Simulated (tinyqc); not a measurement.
Inside a calculation. Method: one-electron ion in a basis of Gaussians. One step of it, computed by the program tinyqc.

Question. Matrices over normalised Gaussians. With p = a_i + a_j and I(k) = Gamma((k+1)/2) / (2 p^((k+1)/2)): S = I(2l+2), T = (2l+3) a_i a_j S / p, V = -Z I(2l+1), each divided by sqrt(S_ii S_jj).

exponents of r^l exp(-a r^2) (1/bohr^2): [0.096090, 0.318000, 1.052000, 3.481000, 11.520000, 38.120000, 126.100000]

Z = 1

l = 0

Give: S; T; V.

Answer.

S:
$$\begin{pmatrix}
1.000 & 0.776 & 0.412 & 0.184 & 0.077 & 0.032 & 0.013 \\
0.776 & 1.000 & 0.776 & 0.412 & 0.184 & 0.077 & 0.032 \\
0.412 & 0.776 & 1.000 & 0.776 & 0.412 & 0.184 & 0.077 \\
0.184 & 0.412 & 0.776 & 1.000 & 0.776 & 0.412 & 0.184 \\
0.077 & 0.184 & 0.412 & 0.776 & 1.000 & 0.776 & 0.412 \\
0.032 & 0.077 & 0.184 & 0.412 & 0.776 & 1.000 & 0.776 \\
0.013 & 0.032 & 0.077 & 0.184 & 0.412 & 0.776 & 1.000
\end{pmatrix}$$

T (hartree):
$$\begin{pmatrix}
0.144 & 0.172 & 0.109 & 0.052 & 0.022 & 0.009 & 0.004 \\
0.172 & 0.477 & 0.568 & 0.360 & 0.171 & 0.073 & 0.030 \\
0.109 & 0.568 & 1.578 & 1.880 & 1.192 & 0.565 & 0.241 \\
0.052 & 0.360 & 1.880 & 5.221 & 6.221 & 3.944 & 1.869 \\
0.022 & 0.171 & 1.192 & 6.221 & 17.280 & 20.590 & 13.054 \\
0.009 & 0.073 & 0.565 & 3.944 & 20.590 & 57.180 & 68.135 \\
0.004 & 0.030 & 0.241 & 1.869 & 13.054 & 68.135 & 189.150
\end{pmatrix}$$

V (hartree):
$$\begin{pmatrix}
-0.495 & -0.563 & -0.498 & -0.392 & -0.297 & -0.221 & -0.164 \\
-0.563 & -0.900 & -1.025 & -0.907 & -0.714 & -0.539 & -0.402 \\
-0.498 & -1.025 & -1.637 & -1.864 & -1.649 & -1.298 & -0.981 \\
-0.392 & -0.907 & -1.864 & -2.977 & -3.390 & -2.999 & -2.362 \\
-0.297 & -0.714 & -1.649 & -3.390 & -5.416 & -6.168 & -5.457 \\
-0.221 & -0.539 & -1.298 & -2.999 & -6.168 & -9.853 & -11.220 \\
-0.164 & -0.402 & -0.981 & -2.362 & -5.457 & -11.220 & -17.920
\end{pmatrix}$$
